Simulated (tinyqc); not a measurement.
Worked calculation: Bethe-Salpeter matrix of a two-band square lattice (Tamm-Dancoff form). Values are carried at full precision from step to step, so a last printed digit may differ when a step is redone from the rounded ones.

One valence and one conduction band, lattice period 1, mesh k = 2 pi j/N along each axis (first index slowest). Pair energies D(k) = Eg + 2 t sum(1 - cos k), t = tc + tv. Screened attraction W(R) = U at R = 0 and V/|R| otherwise, R over the N x N cells with the nearest image; W(q) = sum_R W(R) cos(q R). H(k, k') = D(k) delta - W(k - k')/Nk + 2 J/Nk for singlets (J = 0 for triplets), Nk the number of k points. With a constant transition dipole the strength of a state is f = (sum_k A_k)^2/Nk, and the f sum to 1.

Values chosen for the exercise:
- Eg = 2.5 eV (quasiparticle gap)
- tc = 0.2 eV (conduction hopping)
- tv = 0.18 eV (valence hopping)
- U = 1.45 eV (attraction in the same cell)
- V = 0 eV (attraction at one cell distance)
- J = 0.06 eV (exchange in the same cell)
- N = 3 (k points along each axis)

## Pair energies and the kernel

List D(k), W(R) and W(q) on the mesh.

Mesh values (eV):
```
index j  D(k_j)  W(R = j)  W(q_j)
j00      2.5000    1.4500  1.4500
j01      3.6400    0.0000  1.4500
j02      3.6400    0.0000  1.4500
j10      3.6400    0.0000  1.4500
j11      4.7800    0.0000  1.4500
j12      4.7800    0.0000  1.4500
j20      3.6400    0.0000  1.4500
j21      4.7800    0.0000  1.4500
j22      4.7800    0.0000  1.4500
```

## The singlet matrix

Fill in H.

H (eV), lower triangle:
```
         j00      j01      j02      j10      j11      j12      j20      j21     j22
j00   2.3522
j01  -0.1478   3.4922
j02  -0.1478  -0.1478   3.4922
j10  -0.1478  -0.1478  -0.1478   3.4922
j11  -0.1478  -0.1478  -0.1478  -0.1478   4.6322
j12  -0.1478  -0.1478  -0.1478  -0.1478  -0.1478   4.6322
j20  -0.1478  -0.1478  -0.1478  -0.1478  -0.1478  -0.1478   3.4922
j21  -0.1478  -0.1478  -0.1478  -0.1478  -0.1478  -0.1478  -0.1478   4.6322
j22  -0.1478  -0.1478  -0.1478  -0.1478  -0.1478  -0.1478  -0.1478  -0.1478  4.6322
```

## Exciton levels and strengths

Diagonalise. For the lowest state give the amplitudes A_k (norm 1, largest positive) and f = (sum_k A_k)^2/Nk, Nk the size of the matrix.

levels (eV): 2.1200  3.0178  3.6400  3.6400  3.6400  4.4522  4.7800  4.7800  4.7800

amplitudes of the lowest state: j00 0.867, j01 0.217, j02 0.217, j10 0.217, j11 0.124, j12 0.124, j20 0.217, j21 0.124, j22 0.124

f of the lowest state = 0.552

The lowest state lies 0.3800 eV below the gap Eg = 2.5 eV and holds 55 % of the strength, against 11 % for one free pair. On a fine mesh the triplet and singlet bindings are 0.3477 and 0.2674 eV.

## Spectrum with and without the kernel

Distinct levels with their degeneracy and summed f, for singlets, beside the sorted triplet levels and free pairs.

Singlets:
```
E (eV)  degeneracy       f
2.1200           1  0.5517
3.0178           1  0.3315
3.6400           3  0.0000
4.4522           1  0.1168
4.7800           3  0.0000
```

triplet levels (eV): 2.0505  2.9805  3.6400  3.6400  3.6400  4.4390  4.7800  4.7800  4.7800

free pairs (eV): 2.5000  3.6400  3.6400  3.6400  3.6400  4.7800  4.7800  4.7800  4.7800

6 of the 9 singlets are dark; those whose amplitude vanishes at R = 0 also feel neither U nor J. The lowest singlet lies 0.0695 eV above the lowest triplet; first order gives 2 J f = 0.0727 eV with the f of the triplet envelope. The centre of the spectrum, sum f E = 2.6900 eV, equals mean D - U + 2J = 2.6900 eV.

## Checks

- Levels from the matrix in the electron-hole distance R against those in k: they agree to 1e-10 or better.

Run: tinyqc, `OMP_NUM_THREADS=1 python tinyqc.py 1280895 1280896 out.jsonl`; Intel(R) Xeon(R) Processor @ 2.30GHz, one thread, shared host; about 1 s of CPU time with all checks.
